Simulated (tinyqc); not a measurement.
Worked calculation: polytypes by hexagonality, and a cubic inclusion as a quantum well. Values are carried at full precision from step to step, so a last printed digit may differ when a step is redone from the rounded ones.

A layer is h if its two neighbours in the periodic sequence sit on the same site, k otherwise; the hexagonality h is the share of h layers.

Constants: hbar^2/2m0 = 3.80998211 eV angstrom^2.

Parameters, chosen for this exercise (of the order of those of InP; the results hold for these values, not for the real material): E3 = 1.433 eV (gap of the cubic polytype); E2 = 1.487 eV (gap of 2H); Ev2 = 0.039 eV (valence top of 2H above that of 3C); P2 = -0.0017 C/m^2 (spontaneous polarisation of 2H); m = (0.084, 0.085) m0 (electron mass along c in the cubic layer and in the host); d = 3.391 angstrom (thickness of a double layer); eps = 12.5 (dielectric constant); N = 6 (double layers in the cubic inclusion).

## Hexagonality

Stacking sequences:
```
polytype         sequence
8H               ABCABACB
6H                 ABCACB
2H                     AB
3C                    ABC
15R       ABCACBCABACABCB
```

Give the h/k string and h of each.

Hexagonality:
```
polytype       h/k string       h
8H               hkkkhkkk  0.2500
6H                 hkkhkk  0.3333
2H                     hh  1.0000
3C                    kkk  0.0000
15R       hkkhkhkkhkhkkhk  0.4000
```

## Gaps and band edges

Gap: E3 + (E2 - E3) h. Valence top Ev2 h and polarisation P2 h, both counted from 3C; Ec = Ev + gap.

Evaluate for each polytype.

Results:
```
polytype  gap (eV)  Ev (eV)  Ec (eV)  P (C/m^2)
8H          1.4465   0.0097   1.4563   -0.00042
6H          1.4510   0.0130   1.4640   -0.00057
2H          1.4870   0.0390   1.5260   -0.00170
3C          1.4330   0.0000   1.4330    0.00000
15R         1.4546   0.0156   1.4702   -0.00068
```

The widest gap is that of 2H, the narrowest that of 3C. Ev and Ec both rise with h, so 3C collects electrons and the more hexagonal side holes: a staggered line-up.

## The bound level without the field

A cubic inclusion of width L = N d in the host (h = 1) is a well of depth V = Ec(host) - Ec(3C). Square well with mass mismatch: k tan(k L/2) = (m_w/m_b) q, k = sqrt(m_w E/c), q = sqrt(m_b (V - E)/c), c = hbar^2/2m0, lowest root. The depth of the level, V - E, is its binding, and the transition to the valence top of the host is gap(host) - (V - E). The step in polarisation gives a field |F| = |P|/(eps eps0) in a thin inclusion, eps0 = 8.8541878e-12 F/m.

Give V, L, the level E, its depth below the host conduction edge and the transition to the valence top of the host, gap(host) - (V - E).

V = 0.0930 eV
L = 20.346 angstrom
E above the bottom = 0.0774 eV
depth below the host edge = 0.0156 eV
transition = 1.4714 eV

The level keeps 17 % of the well depth. The transition lies above the gap of 3C itself (1.433 eV).

## The polarisation field

Give |F|, the drop |F| L, the bound charge |P|/e per cm^2 (e = 1.602176634e-19 C), and, as a first estimate, the shift -|F| L/2 of the transition for an electron centred in the layer and a hole in the host on the high side.

|F| = 0.154 MV/cm
drop = 31.3 meV
bound charge = 1.06e+12 cm^-2
estimated shift = -15.6 meV

The drop is 34 % of the well depth. The host edge on the low side sinks by 16 meV against the centre, less than the 16 meV by which the flat well binds.

## Checks

- Square-well root against finite differences on a grid of 0.5 angstrom (eV): both 0.077.

(tinyqc, `OMP_NUM_THREADS=1 python tinyqc.py 1881268 1881269 out.jsonl`, Intel(R) Xeon(R) Processor @ 2.30GHz, 1 thread, shared host, about 0.04 s.)
